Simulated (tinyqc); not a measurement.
Minority-electron transport through the base of a bipolar transistor (Moll-Ross and Kroemer integrals): one step, computed by the program tinyqc. Command: `OMP_NUM_THREADS=1 python tinyqc.py 3014296 3014297 out.jsonl base walk`. One thread of a shared host (Intel(R) Xeon(R) Processor @ 2.30GHz), about 0.01 s of CPU time with the checks.

Low injection, one dimension, x from the emitter edge (0) to the collector edge (W), s = x/W. Recombination is treated as a small correction (valid for tau_B well below tau_n), computed from the stored charge.

Question. Profile and built-in field. N(x) = N_0; n_i(x)^2 = n_i^2 exp(s dE_g/k_B T); D(x) = (k_B T/e) mu, mu = mu_min + (mu_max - mu_min)/(1 + (N/N_ref)^0.7). Field that drives electrons towards the collector, averaged over the base: (k_B T/e) ln[N_0 n_i(W)^2/(N(W) n_i^2)]/W.

Inputs (values chosen for the exercise, modelled on SiGe):
```
quantity                               value        unit
base doping at the emitter edge N_0  3.8e+18      1/cm^3
base width W                             460          nm
mu_min                                   150  cm^2/(V s)
mu_max                                  1150  cm^2/(V s)
N_ref                                1.8e+17      1/cm^3
temperature T                            300           K
gap narrowing across the base dE_g        39         meV
```

Base doping profile: uniform. Gap grading: linear. Exit of the base: infinite sink.

Constants: k_B = 8.617333262e-05 eV/K.

Give: Across the base; drift factor eta (potential drop in k_B T/e); mean built-in field.

Answer.

Across the base:
```
s    N (1/cm^3)  n_i(x)^2/n_i^2  D (cm^2/s)  y (s/cm^5)
0.0    3.80e+18           1.000       6.612   5.747e+17
0.2    3.80e+18           1.352       6.612   4.250e+17
0.4    3.80e+18           1.828       6.612   3.143e+17
0.6    3.80e+18           2.472       6.612   2.325e+17
0.8    3.80e+18           3.343       6.612   1.719e+17
1.0    3.80e+18           4.520       6.612   1.271e+17
```

drift factor eta (potential drop in k_B T/e) = 1.509

mean built-in field = 0.8478 kV/cm
